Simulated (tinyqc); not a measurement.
Length of a polyene: Hueckel, PPP and singles CI along the polyenes. Computed by the program tinyqc. Hueckel uses the same beta without repulsion; CIS keeps all single excitations and so misses the low, doubly excited 2Ag state. W is the valence ionisation energy of a centre, MN the Mataga-Nishimoto formula, f the oscillator strength.

All-trans chains of carbon centres 1.40 angstrom apart:
```
parameter,value
"beta (eV), times 1 +/- alternation",-2.670000
alternation,0.100000
W (eV),11.160000
gamma_rr (eV),10.520000
repulsion formula,Ohno
```

Gaps and excitations (eV):
```
centres,Hueckel gap,PPP orbital gap,bright singlet (CIS),f,lowest triplet (CIS)
2,5.8740,13.2285,7.4567,0.6393,4.2913
4,3.9435,10.5530,5.8454,1.1641,3.1547
6,3.0610,9.2209,4.9376,1.6164,2.6160
8,2.5630,8.4410,4.3700,2.0228,2.3288
10,2.2458,7.9394,3.9891,2.3965,2.1598
14,1.8686,7.3509,3.5251,3.0874,1.9820
```

Estimate the missing row, centres = 12.

Computed row:
```
centres  Hueckel gap  PPP orbital gap  bright singlet (CIS)       f  lowest triplet (CIS)
12            2.0273           7.5963                3.7208  2.7487                2.0531
```

The Hueckel gap tends to 4 x alternation x |beta| = 1.07 eV for long chains. Exchange opens the PPP orbital gap, and the attraction of electron and hole brings the bright state 3.83 eV below it at 14 centres; the triplet lies 1.54 eV lower still.
